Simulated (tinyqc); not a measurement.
Inverter chain driving a load.

N inverters, each f = Hc^(1/N) times larger than the one before: delay tau N (f + pp). Switched capacitance in units of the first input, with output capacitance pp times the input: Hc + (1 + pp)(Hc - 1)/(f - 1).

Values chosen for this exercise:

| symbol | value | unit | meaning |
|---|---|---|---|
| Hc | 3200 |  | load over the input capacitance of the chain |
| pp | 1 |  | parasitic delay of an inverter |
| tau | 1.2 | ps | delay unit |

Results:

| N | f | delay (ps) | switched capacitance |
|---|---|---|---|
| 3 | 14.74 | 56.65 | 3666 |
| 4 | 7.521 | 40.90 | 4181 |
| 5 | 5.024 | 36.14 | 4790 |
| 6 | 3.839 | 34.84 | 5454 |
| 7 | 3.168 | 35.01 | 6152 |
| 8 | 2.742 | 35.93 | 6872 |
| 10 | 2.241 | 38.90 | 8354 |

Estimate the missing row, N = 9.

Computed row:

| N | f | delay (ps) | switched capacitance |
|---|---|---|---|
| 9 | 2.452 | 37.28 | 7607 |

With this row back in the table: The delay goes from 56.7 through a minimum of 34.8 (at N = 6 among the rows listed) to 38.9 ps. The best stage effort solves pp + rho (1 - ln rho) = 0, rho = 3.59, which gives N = ln Hc/ln rho = 6.31. One stage fewer than the best costs 3.7 % in delay and saves 12 % of the switched capacitance.

Program tinyqc, `OMP_NUM_THREADS=1 python tinyqc.py 2082090 2082091 out.jsonl`; Intel Xeon 2.30GHz, shared host, one thread, about 0.01 s.
